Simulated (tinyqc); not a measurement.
# Graded p-n junction, non-linear Poisson equation by Newton steps: what changes with what

One dimension, p side on the left, n side on the right; net doping C = (Nd - Na)/2 + ((Nd + Na)/2) tanh(x/Lg). The potential psi is counted from the intrinsic level, and the quasi-Fermi potentials are flat: 0 for holes and -V for electrons, so n = ni exp((psi + V)/Vt) and p = ni exp(-psi/Vt) (Boltzmann statistics, full ionisation, no current). Under reverse bias this makes the minority densities vanishingly small everywhere; they play no part in the charge.

Parameters, values chosen for the exercise; band and dielectric values those of a made-up semiconductor:

| symbol | value | unit | meaning |
|---|---|---|---|
| T | 300 | K | temperature |
| Eg | 0.781 | eV | band gap |
| eps_r | 12.3 |  | relative permittivity |
| Nc | 7.91e18 | cm^-3 | conduction-band density of states at T |
| Nv | 5.1e18 | cm^-3 | valence-band density of states at T |
| Na | 5.1e16 | cm^-3 | acceptor density of the p side |
| Nd | 6.8e16 | cm^-3 | donor density of the n side |
| V | -1.5 | V | bias of the p side against the n side |
| Lg | 140 | nm | grading length |

Constants: q = 1.602176634e-19 C, kB = 1.380649e-23 J/K, Vt = kB T/q, eps0 = 8.8541878128e-14 F/cm where lengths are in cm. Results are converted to the units shown.

Each table varies one quantity; the others keep the values above.

## Capacitance and field against bias

The Poisson equation d/dx(eps0 eps_r dpsi/dx) = -q (p - n + C) is solved on a mesh of more than 1000 nodes that ends in neutral material (psi_p = -Vt ln(Na/ni), psi_n = Vt ln(Nd/ni) - V). C_j = q d/dV of the integral of p over x, from the linearised equation. ni = sqrt(Nc Nv) exp(-Eg/(2 Vt)), Eg in volts. Depletion approximation: Vbi = Vt ln(Na Nd/ni^2), W = sqrt(2 eps0 eps_r (Vbi - V)(1/Na + 1/Nd)/q), xp = W Nd/(Na + Nd), xn = W Na/(Na + Nd), peak field 2 (Vbi - V)/W, capacitance eps0 eps_r/W. The last column applies it to an abrupt Na-Nd junction.

Results:
```
V (V),peak |E| (kV/cm),C_j (nF/cm^2),1/C_j^2 (cm^4/uF^2),eps0 eps_r/C_j (nm),abrupt depletion C (nF/cm^2)
0.08,28.87,55.84,320.7,195.0,74.43
-0.6,56.58,37.41,714.5,291.1,47.25
-1.28,77.68,30.90,1047,352.4,37.39
-2.64,111.8,24.59,1654,443.0,28.28
-3.32,126.6,22.68,1944,480.2,25.67
-4,140.2,21.18,2229,514.2,23.67
```

Estimate the missing row, V = -1.96 V.

Computed row:
```
V (V),peak |E| (kV/cm),C_j (nF/cm^2),1/C_j^2 (cm^4/uF^2),eps0 eps_r/C_j (nm),abrupt depletion C (nF/cm^2)
-1.96,95.72,27.15,1357,401.2,31.90
```

With this row back in the table: With V going from 0.08 to -4 V, C_j falls from 55.8 to 21.2 nF/cm^2 and the peak field rises from 28.9 to 140 kV/cm. The slope of 1/C_j^2, read as N = 2/(q eps0 eps_r |slope|), gives 1.98e16 cm^-3 between the first two rows and 2.74e16 cm^-3 between the last two, against Na Nd/(Na + Nd) = 2.91e16 cm^-3; it is not a straight line, so no single doping describes it. At the end C_j goes as (Vbi - V)^(-0.42) with Vbi = 0.539 V, and it is 11 % below the abrupt depletion formula (at the first row 25 % below it).

## Effect of the grading length

Same model as above.

The abrupt values quoted are those of these depletion formulas.

Results:
```
Lg (nm),peak |E| (kV/cm),C_j (nF/cm^2),eps0 eps_r/C_j (nm)
18,121,35.6,306
25,117,35.4,308
35,112,35.0,311
49,107,34.3,317
70,99.6,33.2,328
140,83.8,29.5,369
```

Estimate the missing row, Lg = 99 nm.

Computed row:
```
Lg (nm),peak |E| (kV/cm),C_j (nF/cm^2),eps0 eps_r/C_j (nm)
99,91.9,31.6,345
```

With this row back in the table: As Lg grows from 18 to 140 nm, the peak field falls from 121 to 83.8 kV/cm and C_j falls from 35.6 to 29.5 nF/cm^2. The abrupt depletion formulas give 132 kV/cm and W = 308 nm; the first row's field is 8.8 % below that and the last row's 37 % below it. The same voltage drops over a longer distance, so the field falls.

Computed by the program tinyqc: `OMP_NUM_THREADS=1 python tinyqc.py 2000062 2000063 out.jsonl`, one thread of a shared Intel Xeon 2.30GHz, about 0.04 s for the whole run.
